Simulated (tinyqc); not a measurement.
MOS inversion layer, Poisson-Schroedinger loop: one step of the calculation.

Electrons confined at an insulator interface at z = 0, treated as a hard wall; parabolic valleys, Hartree approximation, no image or exchange terms. The depletion charge lies far deeper than the electrons and gives a uniform field q Nd/(eps0 eps_r); the gate balances all charge. Energies are counted from the band edge at the interface.

Problem. Levels and probability densities. Tridiagonal Hamiltonian with psi = 0 one step beyond both ends: H_ii = C (1/m_(i-1/2) + 1/m_(i+1/2))/hz^2 + V0_i + U_i (+ dE for the set B), H_(i,i+1) = -C/(m_(i+1/2) hz^2), C = hbar^2/(2 m0). The lowest 2 level(s) of each valley set are kept, normalised to hz sum |psi|^2 = 1. The mass is the same on all intervals.

Values chosen for this exercise; masses and permittivity close to those of silicon (110): mass along z of valley set A (4 valley(s)) mz1 = 0.315 m0; mass along z of valley set B (2 valley(s)) mz2 = 0.193 m0; extra shift of set B (strain) dE = 0 eV; mesh step hz = 0.6 nm.

Constants: q = 1.602176634e-19 C, hbar = 1.054571817e-34 J s, m0 = 9.1093837015e-31 kg, hbar^2/(2 m0) = 0.0380998212 eV nm^2. Results are converted to the units shown.

fixed potential V0, node 1 to 16 (eV): [0.02554606, 0.05109213, 0.07663819, 0.10218425, 0.12773032, 0.15327638, 0.17882244, 0.20436851, 0.22991457, 0.25546063, 0.28100670, 0.30655276, 0.33209882, 0.35764489, 0.38319095, 0.40873701]
self-consistent potential U at the start, node 1 to 16 (eV): [0, 0, 0, 0, 0, 0, 0, 0, 0, 0, 0, 0, 0, 0, 0, 0]

Wanted: levels; |psi|^2 of A1; |psi|^2 of A2; |psi|^2 of B1; |psi|^2 of B2.

Solution.

levels (eV): A1 0.14000, A2 0.24342, B1 0.16516, B2 0.28793
|psi|^2 of A1, node 1 to 16 (1/nm): [0.11780, 0.32435, 0.41617, 0.35885, 0.23575, 0.12554, 0.05621, 0.02169, 0.00733, 0.00220, 0.00059, 0.00014, 0.00003, 0.00001, 0.00000, 0.00000]
|psi|^2 of A2, node 1 to 16 (1/nm): [0.11108, 0.20290, 0.09595, 0.00023, 0.08155, 0.23827, 0.31329, 0.27427, 0.18218, 0.09784, 0.04409, 0.01707, 0.00576, 0.00169, 0.00042, 0.00007]
|psi|^2 of B1, node 1 to 16 (1/nm): [0.07371, 0.22456, 0.33371, 0.34601, 0.28219, 0.19180, 0.11235, 0.05798, 0.02676, 0.01118, 0.00426, 0.00149, 0.00048, 0.00014, 0.00004, 0.00001]
|psi|^2 of B2, node 1 to 16 (1/nm): [0.07161, 0.16576, 0.13752, 0.03673, 0.00275, 0.07910, 0.19445, 0.26311, 0.25680, 0.19976, 0.13008, 0.07281, 0.03540, 0.01480, 0.00498, 0.00101]

Program tinyqc, `OMP_NUM_THREADS=1 python tinyqc.py 2160113 2160114 out.jsonl`; Intel Xeon 2.30GHz, shared host, one thread, about 0.9 s.
